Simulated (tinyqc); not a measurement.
Schottky diode by thermionic emission with image-force lowering and series resistance: current against voltage.

Metal on an n-type semiconductor with one parabolic valley; V > 0 is forward bias (metal positive). I = I0 [exp(Vj/(n Vt)) - 1] with Vj = V - I Rs; I0 = S A* T^2 exp(-(phi - dphi)/Vt), the lowering dphi taken at zero bias.

A* = 4 pi q me m0 kB^2/h^3 (times 1e-4 for A/(cm^2 K^2)); Nc = 2 (2 pi me m0 kB T/h^2)^1.5 (times 1e-6 for cm^-3); xi = Vt ln(Nc/Nd), Vbi = phi - xi; surface field Em = sqrt(2 q Nd (Vbi - V - Vt)/(eps0 eps_r)); dphi = sqrt(q Em/(4 pi eps0 eps_r)). The apparent ideality is (dV/d ln I)/Vt.

Inputs (values chosen for the exercise); band and dielectric values close to those of cadmium telluride:
```
symbol,value,unit,meaning
T,350,K,temperature
me,0.0999,m0,electron mass
eps_r,10,,relative permittivity
phi,0.75,eV,barrier height seen from the metal
Nd,5e15,cm^-3,donor density
S,0.005,cm^2,area
n,1.04,,ideality factor
Rs,32,ohm,series resistance
```

Constants: q = 1.602176634e-19 C, kB = 1.380649e-23 J/K, h = 6.62607015e-34 J s, m0 = 9.1093837015e-31 kg, Vt = kB T/q, eps0 = 8.8541878128e-14 F/cm where lengths are in cm. Results are converted to the units shown.

Current against voltage:
```
V (V)     I (A)   Vj (V)  apparent ideality
0.05   9.299e-7  0.04997             0.8296
0.15   2.730e-5   0.1491              1.060
0.26   5.426e-4   0.2426              1.615
0.36   0.002267   0.2875              3.445
0.46   0.004681   0.3102              6.006
0.56   0.007362   0.3244              8.851
0.67    0.01046   0.3354              12.13
0.77    0.01334   0.3431              15.20
0.87    0.01627   0.3493              18.30
0.98    0.01953   0.3550              21.76
```

What does the table show?

I rises from 9.30e-7 to 0.0195 A, and the apparent ideality rises from 0.830 to 21.8, against n = 1.04. It starts below n because the -1 in the diode law still counts there. From V = 0.36 V on, I Rs exceeds n Vt and the resistance bends the curve.

Program tinyqc, `OMP_NUM_THREADS=1 python tinyqc.py 2640152 2640153 out.jsonl`; Intel Xeon 2.30GHz, shared host, one thread, about 0.01 s.
